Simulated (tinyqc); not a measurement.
What each parameter does: sp3s* tight binding.

sp3s* tight binding, nearest neighbours only: anion (a) at 0, cation (c) at a/4 (1,1,1), orbitals s, px, py, pz, s* on each; k in units of 2 pi/a. With phases e_j = exp(i (pi/2) k.n_j) for n = (1,1,1), (1,-1,-1), (-1,1,-1), (-1,-1,1): g0 = (e1+e2+e3+e4)/4, g1 = (e1+e2-e3-e4)/4, g2 = (e1-e2+e3-e4)/4, g3 = (e1-e2-e3+e4)/4. The diagonal holds the levels Esa, Epa, Exa (s*) and Esc, Epc, Exc. Anion-cation block: <sa|sc> = Vss g0; <sa|xc> = Vsapc g1; <xa|sc> = -Vscpa g1; <xa|xc> = Vxx g0; <xa|yc> = <ya|xc> = Vxy g3, <xa|zc> = <za|xc> = Vxy g2, <ya|zc> = <za|yc> = Vxy g1; <s*a|xc> = Vxapc g1; <xa|s*c> = -Vpaxc g1; y and z take g2 and g3 in place of g1; s-s* and s*-s* vanish.

Parameters, chosen for this exercise (near a published set for diamond, fitted to gaps, whose masses and valley positions are rough; the results hold for these values, not for the real material):
```
symbol  value    unit  meaning
Esa     -4.533   eV    s level of the anion
Epa     3.85     eV    p level of the anion
Esc     -4.533   eV    s level of the cation
Epc     3.85     eV    p level of the cation
Exa     11.384   eV    s* level of the anion
Exc     11.384   eV    s* level of the cation
Vss     -22.678  eV    s-s
Vxx     3.846    eV    px-px
Vxy     11.658   eV    px-py
Vsapc   15.214   eV    s anion, p cation
Vscpa   15.214   eV    s cation, p anion
Vxapc   8.226    eV    s* anion, p cation
Vpaxc   8.226    eV    p anion, s* cation
```

Gaps from the top of the valence band at Gamma; Delta is the minimum on (x,0,0), 0.5 <= x <= 1. A change on one sublattice alone makes the two atoms unequal.

One parameter was then changed.

Results before and after:
```
case     Ev (eV)  gap Gamma (eV)  gap Delta (eV)  gap L (eV)
base      0.0040          7.6920          5.3176      7.5897
changed   0.0040          7.6920          5.3661      7.6187
```

Which of these changes was made? (a) Esa = -4.333 eV; (b) Exa = 11.084 eV; (c) Epa = 4.15 eV; (d) Vxapc = 8.526 eV; (e) Vxx = 4.146 eV; (f) Vscpa = 15.514 eV.

Answer: (f) Vscpa = 15.514 eV. Of the candidates, run in turn, only this one gives the changed row.

All candidates:
```
case               Ev (eV)  gap Gamma (eV)  gap Delta (eV)  gap L (eV)
base                0.0040          7.6920          5.3176      7.5897
Vxx = 4.146 eV     -0.2960          8.2920          5.6933      7.8585
Epa = 4.15 eV       0.1511          7.6978          5.2330      7.4733
Esa = -4.333 eV     0.0040          7.6920          5.3280      7.5961
Exa = 11.084 eV     0.0040          7.6920          5.2441      7.4754
Vscpa = 15.514 eV   0.0040          7.6920          5.3661      7.6187
Vxapc = 8.526 eV    0.0040          7.6920          5.2119      7.4876
```

Exa, Vscpa and Vxapc cannot move Ev or the gap at Gamma, whose blocks do not hold them; s parameters never move Ev, and move the gap only where the lowest empty level at Gamma is s-like.

Run: tinyqc, `OMP_NUM_THREADS=1 python tinyqc.py 1452649 1452650 out.jsonl`; Intel(R) Xeon(R) Processor @ 2.30GHz, one thread, shared host; about 0.1 s of CPU time with all checks.
